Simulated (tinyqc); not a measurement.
What each parameter does: buckled dimers of a reconstructed (001) surface, two dangling bonds a dimer.

In a dimer one atom moves up by z and the other down by z; the dangling bond of the up atom (more s-like) falls by gm z and that of the down atom rises by gm z. With all dimers tilted alike: H(k) = [[-gm z - 2 ta cos k, -tp - 2 tx cos k], [., gm z - 2 ta cos k]], k along the row in 1/a. Two electrons a dimer fill the lowest N of the 2N levels on the mesh k_j = (j + 1/2) pi/N. Total energy a dimer: W(z) = (2/N) sum of the filled levels + kf z^2. Repulsion between electrons is left out.

Inputs chosen for the exercise (of the size met on Ge(001); the results hold for these values, not for the real material):

| symbol | value | unit | meaning |
|---|---|---|---|
| tp | 0.27 | eV | pi coupling inside a dimer |
| ta | 0.09 | eV | coupling between like atoms along the row |
| tx | 0.04 | eV | diagonal coupling along the row |
| gm | 2.21 | eV/angstrom | shift of a dangling bond with height |
| kf | 9.2 | eV/angstrom^2 | force constant of buckling |
| N | 8 |  | k points |

z minimises W on 0 to 1 angstrom; gain over flat dimers; gap on 201 points from 0 to pi.

One parameter was then changed.

Results before and after:

| case | z (angstrom) | gain (eV) | gap (eV) |
|---|---|---|---|
| base | 0.2065 | 0.1327 | 0.7093 |
| changed | 0.2330 | 0.2012 | 0.8848 |

Which of these changes was made? (a) gm = 2.387 eV/angstrom; (b) ta = 0.12 eV; (c) tp = 0.23 eV; (d) kf = 8.28 eV/angstrom^2; (e) tx = 0.07 eV.

Answer: (a) gm = 2.387 eV/angstrom. Of the candidates, run in turn, only this one gives the changed row.

All candidates:

| case | z (angstrom) | gain (eV) | gap (eV) |
|---|---|---|---|
| base | 0.2065 | 0.1327 | 0.7093 |
| tp = 0.23 eV | 0.2158 | 0.1754 | 0.7089 |
| ta = 0.12 eV | 0.2065 | 0.1327 | 0.5893 |
| tx = 0.07 eV | 0.2056 | 0.1419 | 0.7247 |
| gm = 2.387 eV/angstrom | 0.2330 | 0.2012 | 0.8848 |
| kf = 8.28 eV/angstrom^2 | 0.2368 | 0.1777 | 0.8263 |

Computed by tinyqc, a small Python program: `OMP_NUM_THREADS=1 python tinyqc.py 1451627 1451628 out.jsonl` (the numbers bound the seed that draws the inputs); one thread of a shared host (Intel(R) Xeon(R) Processor @ 2.30GHz), about 0.04 s for the whole set of steps.
